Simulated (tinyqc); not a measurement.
Leakage against temperature: trap-assisted generation and recombination current of an abrupt junction. Computed by tinyqc, a small Python program. Command: `OMP_NUM_THREADS=1 python tinyqc.py 3026556 3026557 out.jsonl junctionleak walk`. One thread of a shared host (Intel(R) Xeon(R) Processor @ 2.30GHz), about 0.01 s of CPU time with the checks.

Depletion approximation, flat quasi-Fermi levels across the depleted layer, long neutral regions with minority lifetimes tau_n and tau_p, full ionisation and Boltzmann statistics. Voltages in exponents stand for e V.

Inputs (values chosen for the exercise, for a model semiconductor):
```
quantity                              value    unit
gap E_g                                1.35      eV
electron mass m_e                    0.0559     m_0
valleys M_c                               1       -
hole mass m_h                         0.431     m_0
dielectric constant eps                10.3       -
acceptor density N_A                7.3e+17   cm^-3
donor density N_D                   1.1e+17   cm^-3
capture time tau_n                  1.2e-08       s
capture time tau_p                  4.7e-09       s
trap level E_t - E_i                 -0.037      eV
electron diffusion coefficient D_n       10  cm^2/s
hole diffusion coefficient D_p          6.6  cm^2/s
reverse bias V_r                          2       V
temperature T                           300       K
```

Field enhancement: none.

Constants: k_B = 8.617333262e-05 eV/K; m_0 = 9.1093837015e-31 kg; k_B = 1.380649e-23 J/K; h = 6.62607015e-34 J s; e = 1.602176634e-19 C; eps_0 = 8.8541878128e-12 F/m.

Method:
- N_c = 2 M_c (2 pi m_e k_B T/h^2)^(3/2) and N_v = 2 (2 pi m_h k_B T/h^2)^(3/2), masses in units of m_0.
- n_i = sqrt(N_c N_v) exp(-E_g/2 k_B T); V_bi = (k_B T/e) ln(N_A N_D/n_i^2); diffusion saturation current J_d0 = e n_i^2 [sqrt(D_n/tau_n)/N_A + sqrt(D_p/tau_p)/N_D].
- W = sqrt(2 eps eps_0 (V_bi - V)(1/N_A + 1/N_D)/e), x_p = W N_D/(N_A + N_D), x_n = W - x_p, peak field F_m = 2 (V_bi - V)/W; reverse bias means V = -V_r.
- Potential from the p edge: phi = (V_bi - V) x^2/(x_p W) on the p side and (V_bi - V)[1 - (W - x)^2/(x_n W)] on the n side; p = N_A exp(-phi/k_B T), n = n_i^2 exp(V/k_B T)/p; U = (n p - n_i^2)/[tau_p (n + n_i exp(dE/k_B T)) + tau_n (p + n_i exp(-dE/k_B T))], dE = E_t - E_i, n1 = n_i exp(dE/k_B T), p1 = n_i exp(-dE/k_B T); J_t = e int U dx by the trapezoid rule on 400 intervals on each side.
- The gap, capture times and diffusion coefficients are held fixed. J_g = -J_t at V = -V_r. The last column is -k_B d ln(J_g + J_d0)/d(1/T) from this row and the one above.

Reverse current:
```
T (K)  generation (A/cm^2)  diffusion (A/cm^2)  activation energy (eV)
240             1.4476e-13          3.2903e-24                       -
270             7.9262e-12          6.6153e-21                 0.74506
300             1.9813e-10          3.0041e-18                 0.74890
340             6.1079e-09          2.0366e-15                 0.75337
380             9.3225e-08          3.6327e-13                 0.75860
420             8.5995e-07          2.4878e-11                 0.76395
480             1.2318e-05          3.9328e-09                 0.77084
```

What does the comparison show, and why?

The activation energy goes from 0.745 to 0.771 eV. Generation alone gives about E_g/2 + dE if tau_p exp(dE/k_B T) exceeds tau_n exp(-dE/k_B T), else E_g/2 - dE, here 0.712 eV, plus 1.5 k_B T and diffusion E_g = 1.35 eV plus 3 k_B T; generation rules in every row.

Extremes, crossings and ranges named in words are read from the listed rows.
